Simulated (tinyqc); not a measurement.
Inside a calculation: complex band structure along [001] in sp3s* tight binding. Values are carried at full precision from step to step, so a last printed digit may differ when a step is redone from the rounded ones.

For k = (0, 0, kz) the phase sums are g0 = cos(phi) and g3 = i sin(phi), phi = kz a/4, and the s, pz, s* orbitals of anion (a) and cation (c) decouple from px, py. With z = exp(i phi), H(z) = H0 + z T + T^T/z for any complex z. H0 is diagonal (Esa, Epa, Exa, Esc, Epc, Exc). The anion-cation block is B(z) = z U + W/z and the cation-anion block z W^T + U^T/z, where U has Vss/2 (s,s), Vsapc/2 (s,z), -Vscpa/2 (z,s), Vxx/2 (z,z), Vxapc/2 (s*,z), -Vpaxc/2 (z,s*), and W has the same values with the s-z and s*-z signs reversed. |z| = 1 is a band state, |z| < 1 decays along [001] as exp(-kappa d) over a distance d, kappa = -(4/a) ln|z|. No spin-orbit coupling.

Parameters, chosen for this exercise (out of a larger set: near a published set for Ge, fitted to gaps, whose masses and valley positions are rough (light masses up to twice too heavy); not measured data): p = (-5.81, 1.62, -5.81, 1.62, 6.355, 6.355, -6.75, 1.595, 4.883, 5.427, 5.427, 5.174, 5.174) eV (order Esa, Epa, Esc, Epc, Exa, Exc, Vss, Vxx, Vxy, Vsapc, Vscpa, Vxapc, Vpaxc); dE = 0.14 eV (E - Ev); a = 5.655 angstrom (lattice constant).

## The layer matrices

Parameters in the order Esa, Epa, Esc, Epc, Exa, Exc, Vss, Vxx, Vxy, Vsapc, Vscpa, Vxapc, Vpaxc. Form H0 and T.

diagonal of H0 (eV): sa -5.8100, za 1.6200, s*a 6.3550, sc -5.8100, zc 1.6200, s*c 6.3550

T (eV):
```
          sa      za      s*a       sc      zc      s*c
sa    0.0000  0.0000   0.0000  -3.3750  2.7135   0.0000
za    0.0000  0.0000   0.0000  -2.7135  0.7975  -2.5870
s*a   0.0000  0.0000   0.0000   0.0000  2.5870   0.0000
sc   -3.3750  2.7135   0.0000   0.0000  0.0000   0.0000
zc   -2.7135  0.7975  -2.5870   0.0000  0.0000   0.0000
s*c   0.0000  2.5870   0.0000   0.0000  0.0000   0.0000
```

## Edges at Gamma

At z = 1 the levels follow from the blocks [[Esa, Vss], [Vss, Esc]] and [[Epa, Vxx], [Vxx, Epc]]: Ev is the lower p root, and the direct gap ends at the lower of the upper roots.

Ev = 0.0250 eV
EG (direct gap) = 0.9150 eV

## Complex wave vectors at one energy in the gap

Solve det(H0 - E + z T + T^T/z) = 0 with E = Ev + dE, as the linear problem [[0, 1], [-T^T, E - H0]] x = z [[1, 0], [0, T]] x. Roots come as z, -z, 1/z and conjugates; list those with 0 < |z| < 1 and Re z, Im z >= 0, by falling |z|. Re kz = arg(z)/(pi/2) in units of 2 pi/a, kappa = -(4/a) ln|z|.

Decaying roots:
```
Re z      Im z     |z|  Re kz (2 pi/a)  kappa (1/angstrom)
0.9433  0.0000  0.9433          0.0000              0.0413
0.1939  0.5540  0.5870          0.7857              0.3768
```

The slowest root has kappa = 0.0413 1/angstrom at Re kz = 0.000: a purely imaginary k at Gamma. The probability falls by exp(-2 kappa d), a factor 2.29 over 1 nm.

## The px, py block

For px and py the determinant gives (E - Epa)(E - Epc) = Vxx^2 cos^2(phi) + Vxy^2 sin^2(phi). With phi = i kappa a/4 this is sinh^2(kappa a/4) = ((E - Epa)(E - Epc) - Vxx^2)/(Vxx^2 - Vxy^2), E = Ev + dE. Parameters in the order Esa, Epa, Esc, Epc, Exa, Exc, Vss, Vxx, Vxy, Vsapc, Vscpa, Vxapc, Vpaxc.

sinh^2(kappa a/4) = 0.02005
kappa of the heavy-hole branch = 0.0998 1/angstrom

This branch decays faster than the slowest root of the s-pz block (0.0413), by a factor 2.42 in kappa.

## Checks

- Largest distance of a level of the 6 x 6 block at kz = 0.37 (2 pi/a) from a level of the full matrix, against zero (eV): both 0.000000.

(tinyqc, `OMP_NUM_THREADS=1 python tinyqc.py 1450696 1450697 out.jsonl`, Intel(R) Xeon(R) Processor @ 2.30GHz, 1 thread, shared host, about 0.01 s.)
